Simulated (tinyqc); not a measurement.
Donors with valley-orbit split 1s states: sweeps and comparisons. A value that a table varies takes the place of the one given here.

Each donor binds at most one electron, in any of its states. For a site s, W_s = sum over its states of g exp(E/kT), and the ionised share is 1/(1 + W_s exp(eta)), eta = (EF - Ec)/kT; n = Nc F_1/2(eta); neutrality n + NA = ND x (mean ionised share); holes are neglected. Nc from N = 2 (m kB T/(4 pi c))^(3/2) with c = hbar^2/2m0, in 1/angstrom^3; times 1e24 for 1/cm^3, m = md. F_j(eta) = (1/Gamma(j + 1)) integral_0^infinity x^j dx/(1 + exp(x - eta)), which tends to exp(eta) for eta << 0.

Mobility (Caughey-Thomas form): mu = mu0 + (mu1 (T/300)^(-ga) - mu0)/(1 + ((ND + NA)/Nr)^de); rho = 1/(e n mu), e = 1.602176634e-19 C.

Constants: hbar^2/2m0 = 3.80998211 eV angstrom^2; kB = 8.617333262e-05 eV/K.

Parameters, chosen for this exercise (near those of P in Si; the results hold for these values, not for the real material):
- md = 1.032 m0 (density-of-states mass of the conduction band)
- E = (46.6, 34.7, 33.6) meV (binding energies of 1s(A1), 1s(T2), 1s(E))
- g = (2, 6, 4) (their degeneracies with spin)
- ND = 9.2e+15 1/cm^3 (donors)
- NA = 0 1/cm^3 (compensating acceptors, all ionised)
- T = 300 K
- mu0 = 71 cm^2/(V s) (mobility at heavy doping)
- mu1 = 1337 cm^2/(V s) (mobility at light doping and 300 K)
- Nr = 1.1e+17 1/cm^3 (reference doping)
- de = 0.72 (doping exponent)
- ga = 2.3 (temperature exponent)

## What the excited states change

The last columns keep only the ground state of each site (g = 2).

Results:

| T (K) | effective degeneracy | eta | n (1/cm^3) | n, ground states only | ratio |
|---|---|---|---|---|---|
| 40 | 2.28 | -9.64 | 8.30e+13 | 8.86e+13 | 0.936 |
| 60 | 2.92 | -7.87 | 9.02e+14 | 1.08e+15 | 0.836 |
| 80 | 3.67 | -7.19 | 2.72e+15 | 3.47e+15 | 0.784 |
| 110 | 4.72 | -6.94 | 5.66e+15 | 6.95e+15 | 0.815 |
| 150 | 5.85 | -7.08 | 7.79e+15 | 8.61e+15 | 0.905 |
| 200 | 6.89 | -7.41 | 8.66e+15 | 9.03e+15 | 0.959 |
| 250 | 7.64 | -7.71 | 8.93e+15 | 9.13e+15 | 0.979 |
| 300 | 8.21 | -7.98 | 9.05e+15 | 9.16e+15 | 0.987 |
| 400 | 8.99 | -8.40 | 9.13e+15 | 9.18e+15 | 0.994 |
| 500 | 9.51 | -8.73 | 9.16e+15 | 9.19e+15 | 0.996 |

The effective degeneracy grows from 2.28 to 9.51. Excited states hold electrons back, so the ratio is never above 1; it is lowest, 0.784, at 80 K of those listed, and 0.987 at 300 K. At low T the excited states empty out, and at high T more donors are ionised (n is 100 % of ND - NA in the last row), so the effect is largest in between.

## Ionisation and resistivity against doping

NA = 0.

Results:

| ND (1/cm^3) | n (1/cm^3) | n/ND | mu (cm^2/(V s)) | rho (ohm cm) | rho at full ionisation |
|---|---|---|---|---|---|
| 1.0e+14 | 1.00e+14 | 1.000 | 1329 | 47.0 | 47.0 |
| 1.0e+15 | 9.98e+14 | 0.998 | 1295 | 4.83 | 4.82 |
| 1.0e+16 | 9.82e+15 | 0.982 | 1146 | 0.555 | 0.545 |
| 3.0e+16 | 2.85e+16 | 0.949 | 980 | 0.224 | 0.212 |
| 1.0e+17 | 8.60e+16 | 0.860 | 726 | 0.100 | 0.0860 |
| 3.0e+17 | 2.14e+17 | 0.712 | 485 | 0.0603 | 0.0429 |
| 1.0e+18 | 5.08e+17 | 0.508 | 286 | 0.0430 | 0.0219 |
| 2.0e+18 | 7.94e+17 | 0.397 | 211 | 0.0373 | 0.0148 |

From 1e16 to 1e18 1/cm^3 rho falls by a factor 12.9, not 100: the mobility takes a factor 4.01 and incomplete ionisation 1.93. n/ND is below 0.9 from 1e+17 1/cm^3 on. From a few times 1e18 1/cm^3 on, depending on the dopant, the levels merge with the band, and already below that screening lowers the binding energy, so the last rows understate n.

## Compensation sets the slope of the freeze-out

NA = K ND. The slope energy is -d ln(n T^(-p))/d(1/kT) between 30 and 36 K, with p = 3/4 for K = 0 and p = 3/2 otherwise.

Results:

| K | n(30 K) (1/cm^3) | n(36 K) (1/cm^3) | slope energy (meV) |
|---|---|---|---|
| 0 | 7.38e+12 | 3.70e+13 | 22.90 |
| 0.0010 | 4.09e+12 | 3.27e+13 | 27.99 |
| 0.010 | 5.82e+11 | 1.30e+13 | 43.88 |
| 0.050 | 1.12e+11 | 2.82e+12 | 45.75 |
| 0.20 | 2.37e+10 | 5.98e+11 | 45.84 |
| 0.50 | 5.92e+09 | 1.50e+11 | 45.85 |

Without acceptors the slope is 22.90 meV, against half the ground-state energy, 23.30; with K = 0.05 it is 45.75 meV, against the full 46.6. The full energy (less a few meV where excited levels lie within a few kT) shows where n is far below NA, since the acceptors then hold EF near the donor level: n(36 K)/NA is 3.6 for K = 0.001 and 0.0061 for K = 0.05; for K = 0.001 the sample is still in or near the uncompensated regime, where p = 3/2 is the wrong power, so that slope means little.

## What moves the carrier density

All results formed anew. Each row changes one parameter from the base and keeps the others.

Results:

| case | eta | n (1/cm^3) | rho (ohm cm) |
|---|---|---|---|
| base | -7.975 | 9.045e+15 | 0.5973 |
| E = (51.6, 34.7, 33.6) meV | -7.976 | 9.037e+15 | 0.5978 |
| md = 1.135 m0 | -8.116 | 9.065e+15 | 0.5959 |
| ND = 1.84e+16 1/cm^3 | -7.298 | 1.780e+16 | 0.3298 |
| NA = 9.2e+14 1/cm^3 | -8.081 | 8.140e+15 | 0.6700 |
| T = 330 K | -8.114 | 9.081e+15 | 0.7391 |
| Nr = 2.2e+17 1/cm^3 | -7.975 | 9.045e+15 | 0.5655 |

The largest shifts from the base row, up to three for each result and ties (the steps differ in size, so this ranks the rows, not the parameters). eta: ND +0.677, md -0.141, T -0.139; unchanged at the printed digits by Nr. n (1/cm^3): ND +8.76e+15, NA -9.05e+14, T +3.61e+13; unchanged at the printed digits by Nr. rho (ohm cm): ND -0.267, T +0.142, NA +0.0727.

Run: tinyqc, `OMP_NUM_THREADS=1 python tinyqc.py 1651962 1651963 out.jsonl`; Intel(R) Xeon(R) Processor @ 2.30GHz, one thread, shared host; about 0.01 s of CPU time with all checks.
